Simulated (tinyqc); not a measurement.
Internal photoemission over an interface barrier: threshold and yield against field.

Electrons are excited from a metal over the barrier Phi(F) = P0 - sqrt(q F/(4 pi eps0 ei)), whose top lies at xm = sqrt(q/(16 pi eps0 ei F)). The yield is Y = A (hv - Phi)^p exp(-xm/l), with A = 1 here.

The yield is taken at hv = 3.28 eV.

Inputs (values chosen for the exercise); dielectric values close to those of silicon dioxide:
- P0 = 2.98 eV (barrier at zero field)
- ei = 2.12 (image-force permittivity)
- p = 2 (exponent of the yield)
- l = 3.6 nm (scattering length in the image well)

Constants: q = 1.602176634e-19 C, eps0 = 8.8541878128e-14 F/cm where lengths are in cm. Results are converted to the units shown.

Result of one run:
```
F (MV/cm)	sqrt(F) ((MV/cm)^0.5)	Phi (eV)	xm (nm)	Y
3.9	1.975	2.465	0.6599	0.5526
```

What becomes of these results when the field in the dielectric F is changed from 3.9 to 7.2 MV/cm, all else the same?

Result of the changed run:
```
F (MV/cm)	sqrt(F) ((MV/cm)^0.5)	Phi (eV)	xm (nm)	Y
7.2	2.683	2.281	0.4856	0.8726
```

The whole series:
```
F (MV/cm)	sqrt(F) ((MV/cm)^0.5)	Phi (eV)	xm (nm)	Y
0.1	0.3162	2.898	4.121	0.04655
0.19	0.4359	2.866	2.990	0.07456
0.35	0.5916	2.826	2.203	0.1119
0.64	0.8000	2.772	1.629	0.1645
1.2	1.095	2.695	1.190	0.2463
2.1	1.449	2.602	0.8992	0.3577
3.9	1.975	2.465	0.6599	0.5526
7.2	2.683	2.281	0.4856	0.8726
```

Phi is linear in sqrt(F) with slope -0.261 eV and intercept P0 = 2.98 eV. The yield grows by a factor of 18.7, of which 2.74 comes from less scattering, as xm shrinks from 4.12 to 0.486 nm, and the rest from the lower barrier.

Numbers from tinyqc (`OMP_NUM_THREADS=1 python tinyqc.py 2410034 2410035 out.jsonl`; about 0.01 s on one thread of a shared Intel Xeon 2.30GHz).
